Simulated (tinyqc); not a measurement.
# Reverse leakage of an n+-p junction: diffusion, generation, trap-assisted and band-to-band tunnelling: leakage components against the temperature

One-sided abrupt junction in the depletion approximation, x from the junction (0) to W on the p side, field F = F0 (1 - x/W). Flat quasi-Fermi levels, long p side. Traps generate through SRH with both lifetimes shortened by 1 + Gamma (Hurkx enhancement, form for moderate fields); band-to-band generation is local and needs a total bending above Eg.

Nc and Nv are given at 300 K and scale as (T/300 K)^1.5; all else is held fixed. ni = sqrt(Nc Nv) exp(-Eg/(2 Vt)), Eg in volts; Vbi = Vt ln(Na Nd/ni^2); W = sqrt(2 eps0 eps_r (Vbi + VR)/(q Na)); F0 = 2 (Vbi + VR)/W; FG = sqrt(24 mt m0 (kB T)^3)/(q hbar); J_diff = q ni^2 sqrt(Dn/tau)(1 - exp(-VR/Vt))/Na. u = (Vbi + VR)(1 - x/W)^2, p = Na exp(-u/Vt), n = Nd exp((u - Vbi - VR)/Vt); G0 = ni^2 (1 - exp(-VR/Vt))/(tau (n + p + 2 ni cosh(Et/Vt))); Gamma = 2 sqrt(3 pi)(F/FG) exp((F/FG)^2); trap-assisted part G0 Gamma; G_bb = Ab F^2.5 exp(-Bb/F) with F in V/cm, zero unless Vbi + VR > Eg, and counted as zero under 1 cm^-3 s^-1. Currents are q times the integrals over 0 to W; J_bb under 1e-8 of J is printed as 0; rows with F0/FG above 2.2, beyond the range of this Gamma, are left out.

Inputs (values chosen for the exercise); band and dielectric values those of a made-up semiconductor:
```
symbol    value                 unit                                                         meaning
Eg        0.951                   eV                                                        band gap
eps_r       9.7                                                                relative permittivity
Nc      3.48e19                cm^-3  conduction-band density of states at the reference temperature
Nv      2.27e19                cm^-3     valence-band density of states at the reference temperature
Na       6.2e17                cm^-3                            acceptor density of the lighter side
Nd         1e20                cm^-3                               donor density of the heavier side
tau        1e-9                    s                     SRH lifetime of both carriers at zero field
Et            0                   eV                            trap level above the intrinsic level
mt         0.24                   m0                                                 tunnelling mass
Dn           14               cm^2/s              electron diffusion coefficient on the lighter side
Ab       6.7e14  cm^-0.5 V^-2.5 s^-1                                          band-to-band prefactor
Bb       1.42e7                 V/cm                                     band-to-band field constant
VR          0.3                    V                                                    reverse bias
```

Constants: q = 1.602176634e-19 C, kB = 1.380649e-23 J/K, hbar = 1.054571817e-34 J s, m0 = 9.1093837015e-31 kg, Vt = kB T/q, eps0 = 8.8541878128e-14 F/cm where lengths are in cm. Results are converted to the units shown.

Results:
```
T (K),F0 (kV/cm),F0/FG,J_diff (A/cm^2),J_SRH (A/cm^2),J_TAT (A/cm^2),J_bb (A/cm^2),J (A/cm^2),largest part
250,529,1.92,9.42e-13,4.17e-7,1.85e-5,6.88e-9,1.89e-5,trap-assisted tunnelling
280,526,1.61,1.50e-10,5.40e-6,1.16e-4,5.78e-9,1.22e-4,trap-assisted tunnelling
310,523,1.38,9.22e-9,4.34e-5,5.63e-4,4.79e-9,6.07e-4,trap-assisted tunnelling
340,519,1.19,2.82e-7,2.46e-4,0.00218,3.91e-9,0.00243,trap-assisted tunnelling
400,512,0.920,5.97e-5,0.00379,0.0195,2.51e-9,0.0234,trap-assisted tunnelling
430,508,0.820,5.08e-4,0.0114,0.0476,1.98e-9,0.0595,trap-assisted tunnelling
```

Estimate the missing row, T = 370 K.

Computed row:
```
T (K),F0 (kV/cm),F0/FG,J_diff (A/cm^2),J_SRH (A/cm^2),J_TAT (A/cm^2),J_bb (A/cm^2),J (A/cm^2),largest part
370,516,1.04,5.04e-6,0.00107,0.00704,3.16e-9,0.00812,trap-assisted tunnelling
```

With this row back in the table: J rises from 1.89e-5 to 0.0595 A/cm^2. Trap-assisted tunnelling leads at T = 250 and in all other rows. Activation energies over the table: 1.03 eV for diffusion (Eg = 0.951 eV, raised by the T^3 of ni^2), 0.526 eV for SRH generation (Eg/2 + |Et| = 0.475 eV), 0.404 eV for the trap-assisted part, lower since Gamma grows on cooling; the total shows 0.374 eV at the cold end and 0.462 eV at the hot end.

Range of the model: The n+ side is degenerate, so Vbi from Boltzmann statistics is only a guide.

tinyqc, about 0.01 s, one thread, Intel Xeon 2.30GHz (shared host): `OMP_NUM_THREADS=1 python tinyqc.py 2290151 2290152 out.jsonl`
